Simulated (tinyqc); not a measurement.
Read current of a NAND string, cells in series solved by shooting: one step of the calculation.

Cells in series, numbered from 0 at the source line (0 V) to the bit line, each followed by a gap resistance Rg. A cell with gate Vg, threshold VT, source Vs and drain Vd passes I = 2 nf K Vt^2 [F(Vs) - F(Vd)]/(1 + th max(Vg - VT, 0)), F(V) = ln^2(1 + exp((Vg - VT - nf V)/(2 nf Vt))). The selected cell has Vg = Vr, the others Vg = Vp.

Problem. Node voltages for a trial current. For a trial current I start at 0 V and, cell by cell (the selected one is cell 3), solve for the drain: sqrt(F(Vd)) = sqrt(F(Vs) - I/k), k = 2 nf K Vt^2/(1 + th max(Vg - VT, 0)), Vd = [Vg - VT - 2 nf Vt ln(exp(sqrt F) - 1)]/nf, then add I Rg.

Parameters, values chosen for the exercise; values of the order met in vertical NAND strings: temperature T = 300 K; gain factor of a cell K = 3 uA/V^2; slope factor nf = 1.9; mobility reduction factor th = 0.17 1/V; resistance of the gap between cells Rg = 6.7 kohm; bit-line voltage Vbl = 0.3 V; pass voltage Vp = 7 V; read voltage on the selected word line Vr = 3.14 V.

Constants: q = 1.602176634e-19 C, kB = 1.380649e-23 J/K, Vt = kB T/q. Results are converted to the units shown.

first trial current = 0.23 uA
thresholds from the source end, cell 0 to 4 (V): [-1.6, -1.6, -1.6, 1.3, -1.6]

Give: node voltage after each cell and gap, trial 1.

Solution.

node voltage after each cell and gap, trial 1, cell 0 to 4 (V): [0.023543, 0.047201, 0.070976, 0.13362, 0.15784]

Computed by the program tinyqc: `OMP_NUM_THREADS=1 python tinyqc.py 2142281 2142282 out.jsonl`, one thread of a shared Intel Xeon 2.30GHz, about 0.3 s for the whole run.
